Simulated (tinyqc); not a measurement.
The phase diagram: regular and subregular solution with a miscibility gap. Computed by tinyqc, a small Python program. Command: `OMP_NUM_THREADS=1 python tinyqc.py 3026760 3026761 out.jsonl regsol walk`. One thread of a shared host (Intel(R) Xeon(R) Processor @ 2.30GHz), about 0.01 s of CPU time with the checks.

Per mole of mixing sites: G(x) = x (1 - x) [L0 + L1 (1 - 2x)] + R T [x ln x + (1 - x) ln(1 - x)], x the fraction of B.

Inputs (values chosen for the exercise, for a model alloy): interaction L0 = 8.6 kJ/mol; size misfit eta = d ln a/dx = 0.019; asymmetry L1 = 0 kJ/mol.

Source of L0: given.

Constants: R = 8.314462618 J/(mol K).

Method:
- L0 and eta are given.
- The spinodal is G'' = 0, R T_s(x) = x (1 - x) [2 L0 + 6 L1 (1 - 2x)]; the critical point is its maximum.
- G' = L0 (1 - 2x) + L1 (1 - 6x + 6x^2) + R T ln[x/(1 - x)]; G'' = -2 L0 - 6 L1 (1 - 2x) + R T/[x (1 - x)].
- Common tangent: F1 = G'(x1) - G'(x2) = 0 and F2 = [G - x G'](x1) - [G - x G'](x2) = 0. Newton step: J = [[G''(x1), -G''(x2)], [-x1 G''(x1), x2 G''(x2)]], J dx = -F; a step that would leave 0 < x < 1 is halved until it stays inside. The start is x1 = s0, x2 = 1 - s0.
- For this table each start is x_s1/6 and 1 - (1 - x_s2)/6. The dilute estimate of x1 is exp(-(L0 + L1)/(R T)).

critical temperature T_c = 517.171 K

critical composition x_c = 0.5

L0 = 8.6 kJ/mol

Binodal and spinodal:

| T (K) | binodal x1 | spinodal x_s1 | spinodal x_s2 | binodal x2 | dilute estimate of x1 |
|---|---|---|---|---|---|
| 207 | 0.0072122 | 0.11278 | 0.88722 | 0.99279 | 0.0067594 |
| 259 | 0.021401 | 0.14673 | 0.85327 | 0.97860 | 0.018433 |
| 310 | 0.046149 | 0.18354 | 0.81646 | 0.95385 | 0.035558 |
| 362 | 0.085664 | 0.22612 | 0.77388 | 0.91434 | 0.057424 |
| 414 | 0.14516 | 0.27668 | 0.72332 | 0.85484 | 0.082216 |
| 465 | 0.23623 | 0.34119 | 0.65881 | 0.76377 | 0.10813 |
| 496 | 0.32767 | 0.39884 | 0.60116 | 0.67233 | 0.12426 |

What follows from these numbers?

The dilute estimate is 0.94 of x1 at the lowest T and 0.38 at the highest: it drops the pull of the other solutes and the impurity of the second phase. Near the top the binodal is 1.70 times as wide as the spinodal; the mean-field limit at T_c is sqrt(3) = 1.73.

Extremes, crossings and ranges named in words are read from the listed rows.
